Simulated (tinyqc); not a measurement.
## Thickness from two neighbouring fringes

Problem. At normal incidence a transparent film with an index between those of air and substrate, taken as constant, has reflectance minima at 2 n1 d = (m + 1/2) lam (small phase shifts at the substrate neglected). Find d and the order m of the shorter wavelength.

Values chosen for this exercise: index of the transparent film n1 = 1.298.

wavelengths of two neighbouring reflectance minima (nm): [445, 525.90909]

Solution. Neighbouring orders differ by one: 2 n1 d (1/lam1 - 1/lam2) = 1.

d = 1.11e3 nm
m = 6

tinyqc, about 0.4 s, one thread, Intel Xeon 2.30GHz (shared host): `OMP_NUM_THREADS=1 python tinyqc.py 2870115 2870116 out.jsonl`
